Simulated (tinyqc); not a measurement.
Inside a calculation. Model: formation energy of a charged point defect from supercell energies. Computed by tinyqc, a small Python program that keeps every step. Command: `OMP_NUM_THREADS=1 python tinyqc.py 3011425 3011426 out.jsonl formation walk`. One thread of a shared host (Intel(R) Xeon(R) Processor @ 2.30GHz), about 0.01 s of CPU time with the checks. Intermediate numbers are printed to about 6 digits and carried at full precision; extremes and crossings named in words are read from the listed rows.

The host is a compound AB. Making the defect adds n_A = 0, n_B = -1, n_X = 1 atoms to the cell. All total energies are inputs. E_F is counted from the valence-band maximum (VBM); x = 0 is A-rich and x = 1 B-rich growth.

Inputs (values chosen for the exercise, with gap and screening modelled on GaAs):
```
quantity                      value      unit
gap E_g                        1.44        eV
E_VBM of the host cell        2.546        eV
potential alignment dV        -0.13        eV
dielectric constant eps        12.9         -
cell length L                  10.1  angstrom
mu_B of the pure element     -6.931        eV
formation enthalpy dH of AB  -0.521        eV
growth condition x             0.23         -
Fermi level E_F                1.25        eV
temperature T                   800         K
site density N_s              2e+22     cm^-3
mu_X of the pure element     -6.354        eV
formation enthalpy of AX       -1.5        eV
```

Defect: impurity X on a B site. Supercell lattice: sc.

charge states q: 2  1  0  -1  -2

E(defect, q) - E(host), in the order of q (eV): -2.672  0.52  3.736  6.688  9.889

Constants: e^2/(4 pi eps_0) = 14.39964548 eV angstrom; k_B = 8.617333262e-05 eV/K.

## Chemical potentials

dmu_A = x dH and dmu_B = (1 - x) dH, so that dmu_A + dmu_B = dH; mu = mu(element) + dmu. The impurity is held at its solubility limit: dmu_X = min(0, dH(AX) - dmu_A). The reservoir term is sum n_i mu_i.

dmu_A = -0.11983 eV

dmu_B = -0.40117 eV

dmu_X = -1.38017 eV

sum n_i mu_i = -0.402 eV

The competing phase caps mu_X.

## Image-charge corrections

Image-charge correction of a point charge in a neutralising background: E_corr = q^2 alpha e^2/(4 pi eps_0) / (2 eps L), alpha = 2.837297 for a sc array with L the cube root of the volume.

E_corr (eV): (q=+2) 0.627156, (q=+1) 0.156789, (q=0) 0.000000, (q=-1) 0.156789, (q=-2) 0.627156

Caution: the largest image-charge correction in these energies, q^2 alpha e^2/(8 pi eps_0 eps L) with alpha = 2.837297, exceeds a quarter of the gap; the point-charge term alone is then a rough estimate, usually too large for a charge that is spread out.

## Formation energies at E_F = 0

E_f(q, E_F) = [E(defect, q) - E(host)] - sum n_i mu_i + q (E_VBM + dV + E_F) + E_corr(q).

E_f(q, 0) (eV): (q=+2) 3.18916, (q=+1) 3.49479, (q=0) 4.13800, (q=-1) 4.83079, (q=-2) 6.08616

## Transition levels and the lower envelope

eps(q/q') = [E_f(q', 0) - E_f(q, 0)]/(q - q'). U of state q is eps(q/q-1) - eps(q+1/q). The stable state at each E_F is the lowest line E_f(q, 0) + q E_F.

One-electron levels above the VBM (eV):
```
level     energy  U of the state between this level and the next
(+2/+1)  0.30563                                        0.337578
(+1/0)   0.64321                                        0.049578
(0/-1)   0.69279                                        0.562578
(-1/-2)  1.25537                                               -
```

Stable states:
```
q   from E_F (eV)  to E_F (eV)
+2        0.00000      0.30563
+1        0.30563      0.64321
0         0.64321      0.69279
-1        0.69279      1.25537
-2        1.25537      1.44000
```

Stable in the gap, from the VBM up: +2, +1, 0, -1, -2.

## The first and the last level

eps(q/q-1) = E_f(q - 1, 0) - E_f(q, 0).

level (+2/+1) = 0.305633 eV

level (-1/-2) = 1.25537 eV

## Concentrations at the given E_F and T

E_f(q, E_F) = E_f(q, 0) + q E_F. c_q = N_s exp(-E_f(q, E_F)/k_B T), with all degeneracy factors one and no vibrational entropy.

Charge states:
```
q   E_f (eV)  c_q (cm^-3)        share
+2   5.68916  2.89018e-14  2.71237e-14
+1   4.74479  2.57143e-08  2.41323e-08
0    4.13800  1.70914e-04  1.60399e-04
-1   3.58079  5.53417e-01  5.19370e-01
-2   3.58616  5.11967e-01  4.80470e-01
```

lowest formation energy = 3.58079 eV

total concentration = 1.06555 cm^-3

mean charge = -1.48031 e

State -1 holds 51.9 % of the defects.

## Fermi level and growth conditions

Each entry is the lowest E_f over q.

Lowest formation energy (eV):
```
E_F (eV)  stable q  A-rich, x = 0  x = 0.5  B-rich, x = 1
0.00            +2        3.18916  3.18916        3.18916
0.18            +2        3.54916  3.54916        3.54916
0.36            +1        3.85479  3.85479        3.85479
0.54            +1        4.03479  4.03479        4.03479
0.72            -1        4.11079  4.11079        4.11079
0.90            -1        3.93079  3.93079        3.93079
1.08            -1        3.75079  3.75079        3.75079
1.26            -2        3.56616  3.56616        3.56616
1.44            -2        3.20616  3.20616        3.20616
```

The lines end where they began between A-rich and B-rich growth, because the cap on mu_X moves with the host potential. The slope of the envelope is the stable charge, so E_f is highest at E_F = 0.720 eV of those listed, and it falls on both sides: the defect is amphoteric and compensates either doping.

## What the corrections do to the levels

Levels eps(q/q-1) with the terms q dV and E_corr left out or kept.

Levels above the VBM (eV):
```
level         raw  with alignment  with image charge  with both
(+2/+1)  0.646000        0.776000            0.17563    0.30563
(+1/0)   0.670000        0.800000            0.51321    0.64321
(0/-1)   0.406000        0.536000            0.56279    0.69279
(-1/-2)  0.655000        0.785000            1.12537    1.25537
```

Alignment moves every level by -dV = +0.130 eV. The image term moves eps(q/q-1) by (1 - 2q) E_corr(1): (+2/+1) by -0.470, (+1/0) by -0.157, (0/-1) by +0.157, (-1/-2) by +0.470 eV, donor levels down and acceptor levels up. It adds 2 E_corr(1) = 0.314 eV to every U, which turns an apparent negative U of the raw energies into a positive one.

Checks made by the program: envelope against a direct minimum on a grid (relative difference below 1e-10).
